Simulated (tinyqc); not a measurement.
# Band bending at a free surface with a continuum of surface states, surface photovoltage and Kelvin probe: effects of single changes

n-type bulk, xi = Ec - EF = Vt ln(Nc/Nd), p0 = ni^2/Nd, ni = sqrt(Nc Nv) exp(-Eg/(2 Vt)), Eg in volts. b is the upward band bending, u = b/Vt. Space charge per area, in units of q: Qc = sign(b) sqrt((2 eps0 eps_r Vt/q) [(Nd + dn)(exp(-u) - 1) + Nd u + (p0 + dn)(exp(u) - 1)]), with dn the excess density under light (flat quasi-Fermi levels; 0 in the dark). The states hold -Ds (E0 - xi - b): negative while the Fermi level lies above the neutrality level. Neutrality: Qc + Qf + (charge of the states) = 0.

Values chosen for this exercise; band and dielectric values those of a made-up semiconductor:

| symbol | value | unit | meaning |
|---|---|---|---|
| T | 350 | K | temperature |
| Eg | 1.27 | eV | band gap |
| eps_r | 12.4 |  | relative permittivity |
| Nc | 3.6e19 | cm^-3 | conduction-band density of states at T |
| Nv | 2.75e19 | cm^-3 | valence-band density of states at T |
| chi | 4.49 | eV | electron affinity |
| Nd | 7.1e16 | cm^-3 | donor density |
| Qf | 1.6e11 | cm^-2 | fixed positive charge at the surface |
| pt | 4.69 | eV | work function of the probe tip |
| Ds | 4.9e12 | cm^-2 eV^-1 | density of surface states |
| E0 | 0.4 | eV | depth of their neutrality level below the conduction edge |

Constants: q = 1.602176634e-19 C, kB = 1.380649e-23 J/K, Vt = kB T/q, eps0 = 8.8541878128e-14 F/cm where lengths are in cm. Results are converted to the units shown.

Each table varies one quantity; the others keep the values above.

## Pinning by the surface states

b solves the neutrality condition in the dark.

Results:

| Ds (cm^-2 eV^-1) | b (V) | xi + b (eV) | Qc (cm^-2) |
|---|---|---|---|
| 2.4e10 | -0.031701 | 0.15616 | -1.5415e11 |
| 6.7e10 | -0.029915 | 0.15794 | -1.4378e11 |
| 1.8e11 | -0.025159 | 0.16270 | -1.1729e11 |
| 5.1e11 | -0.010834 | 0.17702 | -4.6283e10 |
| 1.4e12 | 0.028079 | 0.21594 | 9.7687e10 |
| 3.9e12 | 0.10258 | 0.29044 | 2.6730e11 |
| 2.9e13 | 0.19290 | 0.38076 | 3.9800e11 |
| 8.1e13 | 0.20507 | 0.39293 | 4.1260e11 |

Estimate the missing row, Ds = 1.1e13 cm^-2 eV^-1.

Computed row:

| Ds (cm^-2 eV^-1) | b (V) | xi + b (eV) | Qc (cm^-2) |
|---|---|---|---|
| 1.1e13 | 0.16469 | 0.35255 | 3.6198e11 |

With this row back in the table: b rises from -0.0317 to 0.205 V. The Fermi level moves towards E0 = 0.4 eV and is within 7.07 meV of it in the last row; it is half-way there at the Ds that solves Ds b = Qc(b) + Qf with b = (E0 - xi)/2, 4.09e12 cm^-2 eV^-1.

## Photovoltage against injection

Same model as above.

Under chopped light the surface charge keeps its dark value, so b falls to bL with Qc(bL, dn) = Qc(b, 0); the photovoltage is b - bL.

Results:

| dn (cm^-3) | bL (V) | photovoltage (mV) | share of b removed (%) |
|---|---|---|---|
| 6.4e7 | 0.1192 | 1.389e-6 | 1.165e-6 |
| 6.2e8 | 0.1192 | 1.345e-5 | 1.128e-5 |
| 6.1e9 | 0.1192 | 1.324e-4 | 1.110e-4 |
| 6e10 | 0.1192 | 0.001302 | 0.001092 |
| 5.8e11 | 0.1192 | 0.01258 | 0.01055 |
| 5.7e12 | 0.1191 | 0.1232 | 0.1033 |
| 5.6e13 | 0.1180 | 1.168 | 0.9793 |
| 5.5e14 | 0.1104 | 8.818 | 7.397 |
| 5.4e15 | 0.08456 | 34.66 | 29.07 |
| 5.1e17 | 0.01859 | 100.6 | 84.41 |

Estimate the missing row, dn = 5.2e16 cm^-3.

Computed row:

| dn (cm^-3) | bL (V) | photovoltage (mV) | share of b removed (%) |
|---|---|---|---|
| 5.2e16 | 0.04725 | 71.97 | 60.37 |

With this row back in the table: The photovoltage rises from 1.39e-6 to 101 mV, towards the full b = 119 mV. Its steepest rise is 37.9 mV a decade (Vt ln 10 = 69.4 mV), and it reaches 84.4 % of b in the last row: even strong light does not flatten the bands fully, so a saturation reading understates b. For dn = 5.1e17 the injection is high, and a Dember voltage, left out here, adds to the signal.

## Kelvin-probe contrast of the doping

Same model as above.

Work function chi + xi + b; contact potential difference CPD = (work function of the sample) - pt.

Kelvin-probe contrast of the doping:

| Nd (cm^-3) | xi (eV) | b (V) | CPD (mV) |
|---|---|---|---|
| 1.3e14 | 0.3780 | -0.01023 | 167.7 |
| 5.5e14 | 0.3345 | 0.03098 | 165.4 |
| 2.3e15 | 0.2913 | 0.06865 | 160.0 |
| 9.9e15 | 0.2473 | 0.1000 | 147.3 |
| 4.2e16 | 0.2037 | 0.1177 | 121.4 |
| 1.8e17 | 0.1598 | 0.1142 | 74.03 |
| 7.5e17 | 0.1168 | 0.08934 | 6.095 |
| 3.2e18 | 0.07300 | 0.05650 | -70.50 |

Read the table: what changes, and by how much?

xi falls by 305 mV over the table and the CPD by 238 mV; b goes from -0.0102 through a maximum of 0.118 (at Nd = 4.2e16 cm^-3 among the rows listed) to 0.0565 V. Between the first two rows the CPD follows 5.26 % of the change of xi, and between the last two 175 %. It is below 100 % where b rises with the doping (pinning hides it). It exceeds 100 % where b falls as the doping rises.

Program tinyqc, `OMP_NUM_THREADS=1 python tinyqc.py 2430024 2430025 out.jsonl`; Intel Xeon 2.30GHz, shared host, one thread, about 0.01 s.
